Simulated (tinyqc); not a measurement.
Worked calculation: q-state Potts model on a small periodic square lattice: enumeration, Metropolis, heat-bath and Wolff steps. Computed by tinyqc, a small Python program that keeps every step. Command: `OMP_NUM_THREADS=1 python tinyqc.py 3112467 3112468 out.jsonl potts walk`. One thread of a shared host (Intel(R) Xeon(R) Processor @ 2.30GHz), about 0.04 s of CPU time with the checks. Intermediate numbers are printed to about 7 digits and carried at full precision; extremes and crossings named in words are read from the listed rows.

E = -J x (number of nearest-neighbour bonds with equal states); n x n sites with periodic edges have 2 n^2 bonds. Order parameter m = (q f - 1)/(q - 1), f being the largest share of one state. Sites are numbered row by row from 0. Here q = 3 and n = 3.

Inputs (values chosen for the exercise, for a model of domains or grain orientations):
```
quantity             value  unit
number of states q       3     -
edge n                   3     -
coupling J              24   meV
temperature T          233     K
seed                110299     -
```

Update: Wolff cluster.

Constants: k_B = 8.617333262e-05 eV/K.

## Scales

K = J/(k_B T); the infinite square lattice orders at K_c = ln(1 + sqrt(q)); Wolff bond probability p = 1 - exp(-K).

K = 1.195315

K_c = 1.005053

T_c of the infinite lattice = 277.1083 K

p = 0.6973914

## Density of states

All q^(n^2) states are counted by their number b of equal bonds; weights g(b) exp(K b), K = J/(k_B T). Per site: u = -J <b>/n^2, c/k_B = K^2 (<b^2> - <b>^2)/n^2.

States by number of equal bonds:
```
b   g(b)   probability
0     12  1.474222e-09
2    540  7.244576e-07
3    936  4.149673e-06
4   3240  4.746810e-05
5   3996  1.934644e-04
6   3348  5.356484e-04
7   3240  1.713003e-03
8   2592  4.528631e-03
9    660  3.810611e-03
10   810  1.545448e-02
11   108  6.809450e-03
12   144  3.000334e-02
14    54  1.228679e-01
18     3  8.140311e-01
```

The most probable level has b = 18 of 18 bonds.

## Exact averages

ln Z = ln sum g(b) exp(K b); entropy per site s/k_B = (ln Z - K <b>)/n^2.

<b> = 17.04910

energy u = -45.46427 meV/site

heat capacity c = 0.7228975 k_B/site

entropy s = 0.2712215 k_B/site

## Order parameter

The same sums with m: <m> and the Binder ratio U = 1 - <m^4>/(3 <m^2>^2).

<m> = 0.9510411

Binder ratio U = 0.6527886

## One Wolff cluster

start states:
```
   1  2  3
1  0  2  0
2  0  2  1
3  1  1  2
```

random numbers, used in turn: 0.9278  0.1524  0.6420  0.3696  0.4455  0.6877  0.6446  0.3283  0.7448  0.7687  0.3926  0.3953  0.4503  0.2915  0.4276  0.5982  0.8697  0.2027  0.6766  0.6047  0.7856  0.2162  0.6497  0.9001  0.0663  0.5366  0.1580  0.3915  0.3317  0.3708  0.0511  0.5364  0.3890  0.7338  0.8305  0.7802  0.8134  0.7444

Seed site = floor(r n^2); new state = (old + 1 + floor(r (q - 1))) mod q. Sites are taken first in, first out; each neighbour (right, left, below, above) with the seed state and not yet in the cluster joins if the next r < p. The cluster then takes the new state.

Bonds tested:
```
from  to  r              result
-      -  -  no equal neighbour
```

seed site = 8

cluster size = 1

states afterwards:
```
   1  2  3
1  0  2  0
2  0  2  1
3  1  1  0
```

## A longer run and its error bar

After 400 updates are discarded, b is recorded for 4000 cluster flips of the update named (random numbers not printed, so these rows are one sample). Records are averaged in blocks; the error is the scatter of block means over sqrt(number of blocks), and the last column its square over that for single records.

Blocking:
```
block length  mean b       error  variance ratio
1             16.888  0.03595048        1.000000
4             16.888  0.05661525        2.480033
16            16.888  0.06924325        3.709757
40            16.888  0.07040421        3.835198
100           16.888  0.07357640        4.188588
```

The run gives 16.888 +/- 0.070 (blocks of 40) against the exact 17.049, a difference of 2.3 error bars. Single records understate the error by a factor of about 2.0, because successive records are correlated.

## Across the transition

m and U = 1 - <m^4>/(3 <m^2>^2) from the same sums; K = K_c T_c/T.

Exact values for this lattice:
```
T/T_c  share of equal bonds  c (k_B/site)        <m>          U
0.50              0.9986014      0.047186  0.9989094  0.6664442
0.70              0.9829931      0.322418  0.9854439  0.6630940
0.85              0.9438060      0.752337  0.9476631  0.6516933
0.95              0.8986676      1.051495  0.9008335  0.6352913
1.00              0.8710611      1.162000  0.8711112  0.6237668
1.10              0.8101633      1.256831  0.8034619  0.5942409
1.25              0.7198367      1.122554  0.6990915  0.5385505
1.50              0.6069770      0.699232  0.5635494  0.4443145
2.00              0.4979089      0.265390  0.4296334  0.3313765
3.00              0.4256935      0.079715  0.3438745  0.2697601
```

c is largest, 1.26 k_B, at T/T_c = 1.1: on so small a lattice the transition is a broad bump. At T_c the infinite lattice has a share (1 + 1/sqrt(q))/2 = 0.789 of equal bonds, against 0.871 here. <m> stays at 0.34 at 3 T_c, since the largest share among 9 sites always exceeds 1/q on average.

Checks made by the program: number of states (relative difference below 1e-10).
